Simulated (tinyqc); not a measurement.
# AlGaN/GaN HEMT with access regions, lumped model: effect of the gate voltage

A polarisation-induced electron sheet under a Schottky gate, in series with two ungated access regions and contacts. Drift law v = mu E/(1 + mu E/vs) under the gate. Currents in mA/mm, resistances in ohm mm. No self-heating, no channel-length modulation; fits for polarisation, barrier and offset are chosen for the exercise.

sigma = (5e13 x + 1.6e13 x^2) cm^-2, phiB = 0.84 + 1.3 x, dEc = 0.7 (1.71 x + x^2) in volts, Cb = eps0 eps_r/d, VT = phiB - dEc - q sigma/Cb, access density n0 = -Cb VT/q. Access resistance R(L, n) = L/(q mu n sqrt(1 - (I/(q n vs))^2)); Rs = Rc + R(Ls, n0), Rd = Rc + R(Ld, (1 - ft) n0). Vg' = Vg - I Rs, Vd' = Vd - I (Rs + Rd); with u = Vg' - VT, Vc = vs Lg/mu and w the smaller of Vd' and Vc [sqrt(1 + 2 u/Vc) - 1] (0 if negative), the channel gives (mu Cb/Lg)(u w - w^2/2)/(1 + w/Vc). I equals that channel current. Isat is I at Vd = 10 V, gm = dIsat/dVg, Ron the limit of Vd/I at small Vd.

Inputs (values chosen for the exercise); values close to those of AlGaN/GaN structures: aluminium share of the barrier x = 0.29; barrier thickness d = 30 nm; relative permittivity of barrier and channel eps_r = 9.3; channel mobility mu = 1200 cm^2/(V s); saturation velocity vs = 1.2e7 cm/s; gate length Lg = 1 um; source access length Ls = 1.5 um; drain access length Ld = 2 um; resistance of each contact Rc = 0.25 ohm mm; share of the drain-access electrons removed by traps ft = 0.

Constants: q = 1.602176634e-19 C, eps0 = 8.8541878128e-14 F/cm where lengths are in cm. Results are converted to the units shown.

The same in every row: VT (V) = -8.438; n0 (cm^-2) = 1.446e13.

Result of one run:

| Ron (ohm mm) | Isat (mA/mm) | gm (mS/mm) |
|---|---|---|
| 2.727 | 408.2 | 173.2 |

Which gate voltage Vg gave this result: -6.6, -5.3, -3.9, -1.2 or 0.1 V?

Vg = -5.3 V.

The whole series:

| Vg (V) | Ron (ohm mm) | Isat (mA/mm) | gm (mS/mm) |
|---|---|---|---|
| -8 | 8.686 | 21.07 | 81.21 |
| -6.6 | 3.411 | 195.6 | 151.2 |
| -5.3 | 2.727 | 408.2 | 173.2 |
| -3.9 | 2.428 | 660.2 | 185.5 |
| -2.6 | 2.279 | 905.7 | 191.6 |
| -1.2 | 2.179 | 1176 | 194.3 |
| 0.1 | 2.115 | 1429 | 193.4 |
| 1.5 | 2.065 | 1696 | 188.1 |

As Vg goes from -8 to 1.5 V, Ron falls from 8.69 to 2.06 ohm mm, Isat rises from 21.1 to 1700 mA/mm and gm goes from 81.2 through a maximum of 194 (at Vg = -1.2 V among the rows listed) to 188 mS/mm. The ceiling Cb vs is 329 mS/mm. For Vg = -3.9 to 1.5 V the power passes 5 W/mm, where self-heating, left out here, lowers the current. At Vg = 1.5 V Vg comes within 0.2 V of phiB or passes it, so at low drain current, as for Ron, the Schottky gate would conduct.

Program tinyqc, `OMP_NUM_THREADS=1 python tinyqc.py 2570078 2570079 out.jsonl`; Intel Xeon 2.30GHz, shared host, one thread, about 0.03 s.
